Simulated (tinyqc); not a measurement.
What moves the results: band gaps under pressure and temperature from deformation potentials. A value that a table varies takes the place of the one given here.

Murnaghan: V/V0 = (1 + Bp P/B0)^(-1/Bp), B0 = (C11 + 2 C12)/3. Each gap moves by a ln(V/V0) with its volume potential a, and falls with temperature by aV T^2/(T + bV) (Varshni); the two effects are added. No change of phase is considered.

Constants: hc = 1239.841984 eV nm.

Values chosen for the exercise (near those of Si, the X and L potentials typical of such crystals; the results hold for these values, not for the real material):
- Eg = 4.178 eV (gap at Gamma to the s-like level at 0 K, 0 GPa)
- EgX = 1.177 eV (gap to X at 0 K, 0 GPa)
- EgL = 2.139 eV (gap to L at 0 K, 0 GPa)
- C11 = 164.5 GPa
- C12 = 64 GPa
- Bp = 4.6 (pressure derivative of the bulk modulus)
- aG = -12.58 eV (volume potential of the Gamma gap)
- aX = 1.22 eV (volume potential of the X gap)
- aL = -3.83 eV (volume potential of the L gap)
- aV = (0.405, 0.477, 0.46) meV/K (Varshni alpha of Gamma, X, L)
- bV = (134, 633, 321) K (Varshni beta of Gamma, X, L)
- T = 500 K (temperature)
- P = 3 GPa (pressure)

## Gaps against pressure

The last column is the linear form E0 + c1 P for Gamma, c1 = -aG/B0.

Gaps (eV):

| P (GPa) | ln(V/V0) | Gamma | X | L | lowest | Gamma, linear |
|---|---|---|---|---|---|---|
| 0.00 | 0.0000 | 4.018 | 1.072 | 1.999 | X | 4.018 |
| 0.75 | -0.0076 | 4.113 | 1.063 | 2.028 | X | 4.115 |
| 1.50 | -0.0149 | 4.205 | 1.054 | 2.056 | X | 4.212 |
| 2.25 | -0.0219 | 4.294 | 1.045 | 2.083 | X | 4.309 |
| 3.00 | -0.0288 | 4.380 | 1.037 | 2.109 | X | 4.405 |
| 3.75 | -0.0354 | 4.464 | 1.029 | 2.135 | X | 4.502 |
| 4.50 | -0.0419 | 4.545 | 1.021 | 2.159 | X | 4.599 |
| 5.25 | -0.0481 | 4.623 | 1.013 | 2.183 | X | 4.696 |
| 6.00 | -0.0542 | 4.700 | 1.006 | 2.206 | X | 4.792 |

What can be read from the table?

Over 6 GPa Gamma moves by +0.682, L by +0.208 and X by -0.066 eV. X stays lowest. The linear form overshoots by 92 meV at the end, because the crystal stiffens; the gap is linear in ln V, not in P.

## Gaps against temperature

At the pressure P; wavelength hc/E of the lowest gap.

Gaps (eV):

| T (K) | Gamma | X | L | lowest | wavelength (nm) |
|---|---|---|---|---|---|
| 0 | 4.5400 | 1.1419 | 2.2492 | X | 1085.8 |
| 50 | 4.5345 | 1.1401 | 2.2461 | X | 1087.4 |
| 100 | 4.5227 | 1.1354 | 2.2383 | X | 1092.0 |
| 200 | 4.4915 | 1.1190 | 2.2139 | X | 1108.0 |
| 300 | 4.4560 | 1.0959 | 2.1826 | X | 1131.4 |
| 400 | 4.4187 | 1.0680 | 2.1471 | X | 1160.9 |
| 500 | 4.3803 | 1.0366 | 2.1091 | X | 1196.0 |
| 600 | 4.3414 | 1.0026 | 2.0694 | X | 1236.6 |

What can be read from the table?

From 0 to 100 K the Gamma gap falls by 17.3 meV, from 500 to 600 K by 38.9 meV: quadratic below bV, linear with a slope tending to aV = 0.405 meV/K above. X stays lowest. A pressure of 0.65 GPa, with the slope -aG/B0 at zero pressure, would undo the fall of the Gamma gap from 0 to 300 K.

## What each parameter does

Gaps at P and T. Each row changes one parameter from the base and keeps the others.

Results:

| case | Gamma (eV) | X (eV) | L (eV) |
|---|---|---|---|
| base | 4.3803 | 1.0366 | 2.1091 |
| T = 550 K | 4.3609 | 1.0199 | 2.0895 |
| C11 = 148.05 GPa | 4.4005 | 1.0347 | 2.1153 |
| C12 = 57.6 GPa | 4.3958 | 1.0351 | 2.1139 |
| Bp = 5.06 | 4.3780 | 1.0369 | 2.1085 |
| aG = -13.838 eV | 4.4165 | 1.0366 | 2.1091 |
| aX = 1.098 eV | 4.3803 | 1.0402 | 2.1091 |
| aL = -4.213 eV | 4.3803 | 1.0366 | 2.1202 |
| P = 3.3 GPa | 4.4140 | 1.0334 | 2.1194 |

What can be read from the table?

The largest shifts from the base row, up to three for each result and ties (the steps differ in size, so this ranks the rows, not the parameters). Gamma (eV): aG +0.0362, P +0.0337, C11 +0.0201; unchanged at the printed digits by aX and aL. X (eV): T -0.0167, aX +0.0035, P -0.0033; unchanged at the printed digits by aG and aL. L (eV): T -0.0197, aL +0.0110, P +0.0103; unchanged at the printed digits by aG and aX.

(tinyqc, `OMP_NUM_THREADS=1 python tinyqc.py 1080902 1080903 out.jsonl`, Intel(R) Xeon(R) Processor @ 2.30GHz, 1 thread, shared host, about 0.01 s.)
